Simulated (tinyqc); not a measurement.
Swing of the coupled dose with resist thickness: standing waves and exposure in a photoresist film.

Normal incidence from air. Unexposed resist: N1 = n1 + i k1 with k1 = (A + B) lam/(4 pi), lam in micrometres. r01 = (1 - N1)/(1 + N1), t01 = 2/(1 + N1). Below the resist lie the layer Na = na + i ka and the substrate Ns = ns + i ks: r12 = (r1a + ras x)/(1 + r1a ras x), x = exp(4 pi i Na da/lam), r1a = (N1 - Na)/(N1 + Na), ras = (Na - Ns)/(Na + Ns). With p = exp(2 pi i N1 d/lam), the field at depth z is E(z) = t01 [exp(2 pi i N1 z/lam) + r12 p^2 exp(-2 pi i N1 z/lam)]/(1 + r01 r12 p^2), the relative intensity I(z) = n1 |E(z)|^2 and the reflectance R = |(r01 + r12 p^2)/(1 + r01 r12 p^2)|^2.

Values chosen for the exercise (a resist on polySi, indices near tabulated ones; the results hold for these values, not for the real material): lam = 248 nm (vacuum wavelength); n1 = 1.795 (resist index); A = 0.03 1/micrometre (bleachable absorption (Dill A)); B = 0.34 1/micrometre (fixed absorption (Dill B)); d = 345 nm (resist thickness); ns = 1.662 (substrate n); ks = 2.721 (substrate k); na = 1.752 (n of the bottom antireflection layer); ka = 0.457 (its k); da = 29 nm (its thickness).

The mean of I is taken over 800 depths; the relative dose to clear is taken as 1/(mean of I over the lowest period, 60 depths), scaled to 1 in the first row.

Swing:
```
d (nm)       R  mean I  relative dose
345.0   0.0103  1.0196          1.000
356.5   0.0456  0.9913          1.044
368.0   0.1506  0.8817          1.179
379.5   0.2123  0.8091          1.275
391.1   0.1881  0.8235          1.241
402.6   0.0930  0.9157          1.115
414.1   0.0111  1.0028          1.029
425.6   0.0456  0.9737          1.073
437.1   0.1481  0.8683          1.208
448.6   0.2085  0.7996          1.305
460.1   0.1851  0.8144          1.271
471.6   0.0923  0.9032          1.146
483.2   0.0119  0.9865          1.059
```

The period is 69.1 nm, six rows. The relative dose swings between 1.000 and 1.305, a ratio (max - min)/mean of 0.265, against the estimate 4 sqrt(|r01|^2 |r12|^2) exp(-(A + B) d) = 0.238 for the oscillating part alone; the ratio from the table also holds the slow rise from absorption, 5.9 % over two periods, so the two are not strictly comparable.

tinyqc: `OMP_NUM_THREADS=1 python tinyqc.py 1650876 1650877 out.jsonl`; about 0.01 s, one thread, shared Intel(R) Xeon(R) Processor @ 2.30GHz.
